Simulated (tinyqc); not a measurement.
Inside a calculation: phonon-assisted absorption at an indirect gap. Values are carried at full precision from step to step, so a last printed digit may differ when a step is redone from the rounded ones.

alpha(E) = sum_j A_j [N_j (E - Eg + w_j)^2 + (N_j + 1)(E - Eg - w_j)^2], each bracket counted only where its base is positive; N_j = 1/(exp(w_j/kB T) - 1). The first term absorbs a phonon and the second emits one; excitons and direct transitions are left out.

Constants: kB = 8.617333262e-05 eV/K.

Values chosen for the exercise (loosely those of GaP at room temperature; Eg is not tied to T; shifted at random, so the results belong to these values and not to a real crystal):
- Eg = 2.301 eV (indirect gap, held fixed unless listed)
- w = (45.3, 13.1) meV (two zone-edge phonons)
- A = (4900, 1100) 1/(cm eV^2) (their strengths)
- T = 77 K
- E = 2.457 eV (photon energy)
- nr = 3.44 (refractive index)
- d = 27 micrometre (thickness)
- xj = 0.07 micrometre (dead layer at the surface)
- W = 0.74 micrometre (depleted width)
- L = 39 micrometre (minority diffusion length below it)

## The four branches at one energy

Evaluate the occupations and each term.

N_j: 0.001085  0.1613

terms with phonon absorption (1/cm): 0.2155  5.072

terms with phonon emission (1/cm): 60.11  26.08

alpha = 91.48 1/cm
wavelength hc/E (hc = 1239.841984 eV nm) = 504.6 nm

Phonon absorption supplies 5.8 % of alpha; the depth 1/alpha is 109 micrometre.

## What a slab does with it

Slab of thickness d in air, incoherent passes: R = ((nr - 1)/(nr + 1))^2, x = exp(-alpha d); transmitted Tr = (1 - R)^2 x/(1 - R^2 x^2), reflected Rt = R + (1 - R)^2 R x^2/(1 - R^2 x^2), absorbed Ab = (1 - R)(1 - x)/(1 - R x).

d in cm is 1e-4 times the value in micrometres.

R = 0.3020
x = 0.7811
Tr = 0.4030
Rt = 0.3971
Ab = 0.1999

A single pass would absorb (1 - R)(1 - x) = 0.1528; the back face adds 0.0472.

## Quantum efficiency of a diode

Photodiode (Gaertner form with a dead layer): QE = (1 - R) exp(-alpha xj) [1 - exp(-alpha W)/(1 + alpha L)], R = ((nr - 1)/(nr + 1))^2; responsivity = QE/E in A/W for E in eV.

Evaluate the factors; 1 micrometre = 1e-4 cm.

passes the dead layer = 0.9994
collected share = 0.2679
QE = 0.1869
responsivity = 0.0761 A/W

Without diffusion from below the collected share would be 0.0067.

## Checks

- Tr + Rt + Ab against 1: both 1.000000.

Computed by tinyqc, a small Python program: `OMP_NUM_THREADS=1 python tinyqc.py 1651377 1651378 out.jsonl` (the numbers bound the seed that draws the inputs); one thread of a shared host (Intel(R) Xeon(R) Processor @ 2.30GHz), about 0.01 s for the whole set of steps.
